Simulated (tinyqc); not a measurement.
Resistance of a source-drain extension with a graded tip: one step of the calculation.

y runs along the channel, the gate covers y > 0. The doping is N0 for y < y0 and N0 10^(-(y - y0)/la) beyond, uniform over the depth xj. Sheet conductance s(y) = q mu(N) max(N - Nch, 0) xj + (for y > 0) ma Cox Vo, with mu(N) = u0 + (u1 - u0)/(1 + (N/Nr)^au) and Cox = eps0 eox/tox. Current is taken as one-dimensional; depletion of the tip, spreading and the contact are left out. The metallurgical junction lies at yj, where N = Nch.

Task. Resistance of the overlapped part. Midpoint rule on 11 equal steps from 0 to yj: R_ov = sum h/s(y), per width.

Inputs (values chosen for the exercise); mobility law close to that of holes in silicon: relative permittivity of the gate insulator (close to silicon dioxide) eox = 3.9; insulator thickness tox = 3.5 nm; active doping of the extension far from the gate N0 = 2.1e20 cm^-3; lateral abruptness la = 2.9 nm/decade; position under the gate where the fall begins (gate edge at 0) y0 = 1.4 nm; depth of the extension xj = 19 nm; channel doping Nch = 3.9e17 cm^-3; gate overdrive Vo = 0.44 V; mobility of the gate-induced layer ma = 34 cm^2/(V s); mobility at low doping u1 = 470.5 cm^2/(V s); mobility at high doping u0 = 44.9 cm^2/(V s); reference doping Nr = 2.23e17 cm^-3; exponent au = 0.719.

Constants: q = 1.602176634e-19 C, eps0 = 8.8541878128e-14 F/cm where lengths are in cm. Results are converted to the units shown.

Wanted: y; N; doped conductance; sheet resistance; R_ov.

Result.

y, point 0 to 10 (nm): [0.4237, 1.271, 2.118, 2.966, 3.813, 4.660, 5.507, 6.355, 7.202, 8.049, 8.897]
N, point 0 to 10 (cm^-3): [2.100e20, 2.100e20, 1.187e20, 6.059e19, 3.092e19, 1.578e19, 8.051e18, 4.108e18, 2.097e18, 1.070e18, 5.459e17]
doped conductance, point 0 to 10 (uS): [3061, 3061, 1784, 959.0, 528.1, 299.4, 174.7, 103.6, 60.12, 30.84, 9.090]
sheet resistance, point 0 to 10 (ohm/square): [325.1, 325.1, 556.0, 1027, 1842, 3183, 5278, 8447, 1.335e4, 2.193e4, 4.193e4]
R_ov = 83.20 ohm um

Computed by the program tinyqc: `OMP_NUM_THREADS=1 python tinyqc.py 2282102 2282103 out.jsonl`, one thread of a shared Intel Xeon 2.30GHz, about 0.06 s for the whole run.
